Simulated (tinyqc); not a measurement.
Worked calculation: plane-wave Kohn-Sham cycle with exchange-only LDA in a layered model solid. Computed by tinyqc, a small Python program that keeps every step. Settings: points = 16, plane-wave index or count = 2, electrons = 2, k points = 4, area = 36.0, mixing = 1.0, iteration cap = 58, Pulay depth = 5. Command: `OMP_NUM_THREADS=1 python tinyqc.py 23207 23208 out.jsonl` (the two numbers bound the seeds that draw the settings). One thread of a shared host (Intel(R) Xeon(R) Processor @ 2.60GHz), about 0.01 s of CPU time with the checks. Later iterations appear only in the table of the cycle.

## Iteration 1: potential

A solid whose potential varies along x alone (atomic units):
```
parameter                      value
period a                    6.700000
cross-section of the cell  36.000000
electrons per cell                 2
grid points                       16
plane waves -n..n, n               2
k points                           4
V1 in V1 cos(2 pi x/a)     -0.420000
```

density at the start, on the grid x_j = j a/N (e/bohr^3): [0.008292, 0.008292, 0.008292, 0.008292, 0.008292, 0.008292, 0.008292, 0.008292, 0.008292, 0.008292, 0.008292, 0.008292, 0.008292, 0.008292, 0.008292, 0.008292]

V_H(G) = 4 pi rho(G)/G^2 for G != 0 (uniform background); v_x = -(3 rho/pi)^(1/3); V = V_ext + V_H + v_x; Fourier components f(G_m) = (1/N) sum_j f(x_j) exp(-i G_m x_j).

Potentials on the grid (hartree):
```
x         V_ext     V_H      v_x        V
0.0000  -0.4200  0.0000  -0.1993  -0.6193
0.4188  -0.3880  0.0000  -0.1993  -0.5873
0.8375  -0.2970  0.0000  -0.1993  -0.4963
1.2563  -0.1607  0.0000  -0.1993  -0.3600
1.6750        0  0.0000  -0.1993  -0.1993
2.0938   0.1607  0.0000  -0.1993  -0.0386
2.5125   0.2970  0.0000  -0.1993   0.0977
2.9312   0.3880  0.0000  -0.1993   0.1887
3.3500   0.4200  0.0000  -0.1993   0.2207
3.7687   0.3880  0.0000  -0.1993   0.1887
4.1875   0.2970  0.0000  -0.1993   0.0977
4.6063   0.1607  0.0000  -0.1993  -0.0386
5.0250        0  0.0000  -0.1993  -0.1993
5.4437  -0.1607  0.0000  -0.1993  -0.3600
5.8625  -0.2970  0.0000  -0.1993  -0.4963
6.2812  -0.3880  0.0000  -0.1993  -0.5873
```

V(G_m), m = 0, 1, 2, ... (hartree): [-0.1993, -0.2100, 0.0000, 0.0000, 0.0000]

## Iteration 1: Hamiltonian at one k

k = 0.1250 2 pi / a

H(m,m') = (k + G_m)^2/2 delta + V(G_m - G_m'), with V(-G) = V(G).

H (hartree), order -2, -1, +0, +1, +2:
$$\begin{pmatrix}
1.3466 & -0.2100 & 0.0000 & 0.0000 & 0.0000 \\
-0.2100 & 0.1373 & -0.2100 & 0.0000 & 0.0000 \\
0.0000 & -0.2100 & -0.1924 & -0.2100 & 0.0000 \\
0.0000 & 0.0000 & -0.2100 & 0.3572 & -0.2100 \\
0.0000 & 0.0000 & 0.0000 & -0.2100 & 1.7863
\end{pmatrix}$$

## Iteration 1: levels at that k

Diagonalise the Hermitian matrix.

eigenvalues (hartree): [-0.3517, 0.1692, 0.4177, 1.3828, 1.8170]

## Iteration 1: new density

Motion across x is left out: the lowest 1 band(s) hold two electrons at each of the k points (j + 1/2)/nk - 1/2. Residual R = rho(out) - rho(in); rho(new) = rho(in) + 1 R. rho(out) = 2/(a A nk) sum |psi|^2 with psi = sum c exp(i G x). Harris energy E = band energy - dV sum rho (V_H/2 + v_x) + (3/4) dV sum rho v_x with rho(in), dV = a A/N, band energy = (2/nk) sum of the filled levels.

rho(out) (e/bohr^3): [0.022162, 0.020226, 0.015397, 0.009830, 0.005339, 0.002547, 0.001144, 0.000564, 0.000414, 0.000564, 0.001144, 0.002547, 0.005339, 0.009830, 0.015397, 0.020226]

density after iteration 1 (e/bohr^3): [0.022162, 0.020226, 0.015397, 0.009830, 0.005339, 0.002547, 0.001144, 0.000564, 0.000414, 0.000564, 0.001144, 0.002547, 0.005339, 0.009830, 0.015397, 0.020226]

energy per cell = -0.593278 hartree

## Iteration 2: potential

As before.

Potentials on the grid (hartree):
```
x         V_ext      V_H      v_x        V
0.0000  -0.4200   0.1610  -0.2766  -0.5356
0.4188  -0.3880   0.1461  -0.2683  -0.5103
0.8375  -0.2970   0.1054  -0.2450  -0.4366
1.2563  -0.1607   0.0492  -0.2109  -0.3225
1.6750        0  -0.0106  -0.1721  -0.1827
2.0938   0.1607  -0.0642  -0.1345  -0.0380
2.5125   0.2970  -0.1054  -0.1030   0.0886
2.9312   0.3880  -0.1310  -0.0814   0.1756
3.3500   0.4200  -0.1397  -0.0734   0.2069
3.7687   0.3880  -0.1310  -0.0814   0.1756
4.1875   0.2970  -0.1054  -0.1030   0.0886
4.6063   0.1607  -0.0642  -0.1345  -0.0380
5.0250        0  -0.0106  -0.1721  -0.1827
5.4437  -0.1607   0.0492  -0.2109  -0.3225
5.8625  -0.2970   0.1054  -0.2450  -0.4366
6.2812  -0.3880   0.1461  -0.2683  -0.5103
```

V(G_m), m = 0, 1, 2, ... (hartree): [-0.1738, -0.1857, 0.0046, 0.0001, 0.0001]

## Iteration 2: Hamiltonian at one k

k = 0.1250 2 pi / a

As before.

H (hartree), order -2, -1, +0, +1, +2:
$$\begin{pmatrix}
1.3721 & -0.1857 & 0.0046 & 0.0001 & 0.0001 \\
-0.1857 & 0.1629 & -0.1857 & 0.0046 & 0.0001 \\
0.0046 & -0.1857 & -0.1669 & -0.1857 & 0.0046 \\
0.0001 & 0.0046 & -0.1857 & 0.3828 & -0.1857 \\
0.0001 & 0.0001 & 0.0046 & -0.1857 & 1.8119
\end{pmatrix}$$

## Iteration 2: levels at that k

As before.

eigenvalues (hartree): [-0.2959, 0.1914, 0.4306, 1.4007, 1.8360]

## Iteration 2: new density

B (overlaps of the stored error matrices):
$$\begin{pmatrix}
9.5007921e-04 & -4.8511553e-05 \\
-4.8511553e-05 & 3.1414617e-06
\end{pmatrix}$$

Motion across x is left out: the lowest 1 band(s) hold two electrons at each of the k points (j + 1/2)/nk - 1/2. Residual R = rho(out) - rho(in); rho(new) = rho(in) + 1 R; Pulay mixing then takes sum c_i of the stored mixed densities, with c from B_ij = sum R_i R_j as in DIIS. rho(out) = 2/(a A nk) sum |psi|^2 with psi = sum c exp(i G x). Harris energy E = band energy - dV sum rho (V_H/2 + v_x) + (3/4) dV sum rho v_x with rho(in), dV = a A/N, band energy = (2/nk) sum of the filled levels.

rho(out) (e/bohr^3): [0.021177, 0.019471, 0.015155, 0.010045, 0.005747, 0.002921, 0.001402, 0.000731, 0.000549, 0.000731, 0.001402, 0.002921, 0.005747, 0.010045, 0.015155, 0.019471]

DIIS coefficients: [0.0492, 0.9508]

density after iteration 2 (e/bohr^3): [0.021226, 0.019508, 0.015167, 0.010034, 0.005727, 0.002903, 0.001390, 0.000723, 0.000542, 0.000723, 0.001390, 0.002903, 0.005727, 0.010034, 0.015167, 0.019508]

energy per cell = -0.556122 hartree

## Convergence

Stop when sqrt(dV sum R^2) is below 1e-8, dV = a A/N.

Course of the cycle:
```
iteration  E (hartree)  norm of the residual
1            -0.593278              1.20e-01
2            -0.556122              6.88e-03
3            -0.556101              2.35e-04
4            -0.556101              6.18e-07
5            -0.556101              4.65e-08
6            -0.556101              2.65e-08
7            -0.556101              1.11e-09
```

Converged in 7 iterations. Before convergence this energy mixes input and output and is not variational, so it may rise towards its limit.
